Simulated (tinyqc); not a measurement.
# Resonant-tunnelling diode, transfer matrices and Tsu-Esaki current: effect of temperature at two biases

Emitter (band edge 0), barrier d1, well Lw, barrier d2, collector (edge -V). The bias drops linearly over these layers and none in the contacts; each layer is cut into ns equal slices, flat at the value of their centres. E is the energy of motion across the layers, C = hbar^2/(2 m0), psi and psi'/m are continuous. Transport is coherent, T(E) is taken as independent of the transverse momentum, and charge in the well is ignored.

The current at V = 0.419 V and at V = 0.64 V, Ef held fixed. For the pair (psi, psi'/m) a flat layer has M = [[cos kd, (m/k) sin kd], [-(k/m) sin kd, cos kd]] with k = sqrt(m (E - U)/C) above its edge U, and M = [[cosh Kd, (m/K) sinh Kd], [(K/m) sinh Kd, cosh Kd]] with K = sqrt(m (U - E)/C) below it. Later slices stand to the left. With M acting on (psi, psi'/m) and v = k/m in each lead, T(E) = 4 vL vR/[(vL vR M12 - M21)^2 + (vR M11 + vL M22)^2]. J = J0 times the integral over E > 0 of T(E) N(E), N = ln[(1 + exp((Ef - E)/Vt))/(1 + exp((Ef - V - E)/Vt))], J0 = q^2 mw m0 kB T/(2 pi^2 hbar^3) (times 1e-4 for A/cm^2 per eV). The integral is converged to the digits shown.

Parameters, values chosen for the exercise; masses and offsets of a made-up heterostructure:
- mw = 0.25 m0 (mass in the well, spacer and contacts)
- U1 = 1 eV (barrier height)
- m1 = 0.5 m0 (barrier mass)
- d1 = 0.8 nm (emitter barrier)
- Lw = 1.4 nm (well width)
- d2 = 0.8 nm (collector barrier)
- ns = 3 (slices in each layer)
- Ef = 0.08 eV (Fermi energy of both contacts above their band edges)

Constants: q = 1.602176634e-19 C, kB = 1.380649e-23 J/K, hbar = 1.054571817e-34 J s, m0 = 9.1093837015e-31 kg, Vt = kB T/q, hbar^2/(2 m0) = 0.0380998212 eV nm^2. Results are converted to the units shown.

Result of one run:
```
J at 0.419 V (kA/cm^2)  J at 0.64 V (kA/cm^2)  ratio
613.4                                   8.546  71.78
```

Which temperature T gave this result: 40, 77, 150, 220 or 400 K?

T = 400 K.

The whole series:
```
T (K)  J at 0.419 V (kA/cm^2)  J at 0.64 V (kA/cm^2)  ratio
40                      517.4                  4.722  109.6
77                      517.9                  4.829  107.2
150                     523.3                  5.241  99.86
220                     538.4                  5.877  91.62
300                     566.7                  6.880  82.38
400                     613.4                  8.546  71.78
```

The first current rises from 517 to 613 kA/cm^2, the second rises from 4.72 to 8.55 kA/cm^2, and their ratio falls from 110 to 71.8. Heat lifts electrons to energies where the barriers transmit more, which raises the second current by a far larger factor than the first.

Computed by the program tinyqc: `OMP_NUM_THREADS=1 python tinyqc.py 2600066 2600067 out.jsonl`, one thread of a shared Intel Xeon 2.30GHz, about 0.2 s for the whole run.
